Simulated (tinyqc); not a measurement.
Inside a calculation. Method: Pariser-Parr-Pople SCF with singles CI, for the molecule C=Cc1ccccc1 (SMILES; centres numbered as the heavy atoms are written). One step of it, computed by the program tinyqc.

Question. Singles CI, singlets. Over the 6 single excitations with the smallest orbital gaps: A = (e_a - e_i) delta + 2 (ia|jb) - (ij|ab), with (pq|rs) = sum c_mp c_mq gamma_mn c_nr c_ns. f = 2/3 w |mu|^2 in atomic units, mu = sqrt2 sum c_ia sum_m c_mi c_ma R_m.

orbital energies (eV): [-15.327854, -12.955788, -11.471729, -10.449536, -0.740464, 0.281730, 1.765788, 4.137854]

coefficients, order 1C, 2C, 3C, 4C, 5C, 6C, 7C, 8C:
$$\begin{pmatrix}
0.148543 & 0.429802 & 0.011140 & 0.541369 & 0.541369 & 0.011140 & -0.429802 & 0.148543 \\
0.281465 & 0.532260 & -0.002039 & 0.370773 & -0.370773 & 0.002039 & 0.532260 & -0.281465 \\
0.488373 & 0.326689 & -0.017821 & -0.392999 & -0.392999 & -0.017821 & -0.326689 & 0.488373 \\
0.397711 & 0.011410 & 0.492037 & -0.315588 & 0.315588 & -0.492037 & 0.011410 & -0.397711 \\
0.346933 & -0.316102 & 0.508532 & 0.145301 & 0.145301 & 0.508532 & 0.316102 & 0.346933 \\
0.326866 & -0.465335 & 0.015946 & 0.419961 & -0.419961 & -0.015946 & -0.465335 & -0.326866 \\
0.345056 & -0.329581 & -0.490870 & 0.177083 & 0.177083 & -0.490870 & 0.329581 & 0.345056 \\
0.394667 & -0.005697 & -0.507584 & -0.294218 & 0.294218 & 0.507584 & -0.005697 & -0.394667
\end{pmatrix}$$

repulsion gamma_rs (eV), order 1C, 2C, 3C, 4C, 5C, 6C, 7C, 8C:
$$\begin{pmatrix}
11.130000 & 7.554442 & 5.239560 & 3.670975 & 2.869206 & 2.763701 & 3.276624 & 4.668999 \\
7.554442 & 11.130000 & 7.553010 & 5.240060 & 3.670163 & 3.276624 & 3.669614 & 5.238699 \\
5.239560 & 7.553010 & 11.130000 & 7.556581 & 5.240060 & 4.668999 & 5.238699 & 7.553212 \\
3.670975 & 5.240060 & 7.556581 & 11.130000 & 7.553010 & 5.239840 & 4.668753 & 5.240168 \\
2.869206 & 3.670163 & 5.240060 & 7.553010 & 11.130000 & 7.555992 & 5.240168 & 4.669089 \\
2.763701 & 3.276624 & 4.668999 & 5.239840 & 7.555992 & 11.130000 & 7.554442 & 5.239560 \\
3.276624 & 3.669614 & 5.238699 & 4.668753 & 5.240168 & 7.554442 & 11.130000 & 7.553010 \\
4.668999 & 5.238699 & 7.553212 & 5.240168 & 4.669089 & 5.239560 & 7.553010 & 11.130000
\end{pmatrix}$$

Centres (angstrom, eV; a flat drawing with bonds scaled to 1.40 angstrom):
```
centre          x          y  core charge z          W   gamma_rr
1C      -2.879000   0.438000              1  11.160000  11.130000
2C      -1.930000  -0.591000              1  11.160000  11.130000
3C      -0.564000  -0.283000              1  11.160000  11.130000
4C       0.385000  -1.311000              1  11.160000  11.130000
5C       1.751000  -1.003000              1  11.160000  11.130000
6C       2.167000   0.333000              1  11.160000  11.130000
7C       1.218000   1.362000              1  11.160000  11.130000
8C      -0.148000   1.054000              1  11.160000  11.130000
```

Give: singlet CI matrix; singlet excitation energies; oscillator strengths.

Answer.

singlet CI matrix (eV), order 4>5, 3>5, 4>6, 3>6, 2>5, 4>7:
$$\begin{pmatrix}
5.2193 & -0.1345 & -0.1345 & -0.5956 & -0.1382 & 0.1382 \\
-0.1345 & 6.2161 & 0.7713 & 0.0069 & -0.1036 & 0.1341 \\
-0.1345 & 0.7713 & 6.2161 & 0.0069 & -0.1341 & 0.1036 \\
-0.5956 & 0.0069 & 0.0069 & 6.6795 & 0.5919 & -0.5919 \\
-0.1382 & -0.1036 & -0.1341 & 0.5919 & 7.5864 & 0.2048 \\
0.1382 & 0.1341 & 0.1036 & -0.5919 & 0.2048 & 7.5864
\end{pmatrix}$$

singlet excitation energies (eV): [4.9890, 5.4444, 6.1962, 7.0334, 7.7916, 8.0491]

oscillator strengths: [0.4247, 0.0000, 0.5085, 0.9489, 0.0000, 0.8129]
